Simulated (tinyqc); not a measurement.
Drifting, spreading and decaying minority pulse (Haynes-Shockley), Crank-Nicolson time steps: one step of the calculation.

Low injection in a uniform field: dn/dt = D d2n/dx2 - v dn/dx - n/tau with D = mu Vt and v = mu F towards +x. Exact solution on an infinite bar for a Gaussian start at x0: n = N0 exp(-t/tau) exp(-(x - x0 - v t)^2/(2 s^2))/sqrt(2 pi s^2), s^2 = s0^2 + 2 D t.

Task. Coefficients of the scheme. Exponentially fitted fluxes: d = F hx/Vt, B(d) = d/(exp(d) - 1), k = D dt/hx^2; (L n)_i = a n_(i-1) + b n_i + c n_(i+1) with a = k B(-d), c = k B(d), b = -a - c - dt/tau. Explicit steps keep n positive for dt up to 1/[(D/hx^2)(B(d) + B(-d)) + 1/tau].

Values chosen for this exercise; mobility close to that of gallium arsenide at room temperature:

| symbol | value | unit | meaning |
|---|---|---|---|
| T | 300 | K | temperature |
| mu | 396 | cm^2/(V s) | minority-carrier mobility |
| F | 18 | V/cm | sweep field along the drift |
| hx | 6.1 | um | mesh step |
| tau | 1.4e-6 | s | lifetime |
| dt | 1e-8 | s | time step |

Constants: q = 1.602176634e-19 C, kB = 1.380649e-23 J/K, Vt = kB T/q. Results are converted to the units shown.

Find: D; v; d; a; b; c; positivity limit of dt.

Result.

D = 10.237 cm^2/s
v = 7128.0 cm/s
d = 0.42473
a = 0.33767
b = -0.56564
c = 0.22082
positivity limit of dt = 1.7679e-8 s

tinyqc, about 0.01 s, one thread, Intel Xeon 2.30GHz (shared host): `OMP_NUM_THREADS=1 python tinyqc.py 2310106 2310107 out.jsonl`
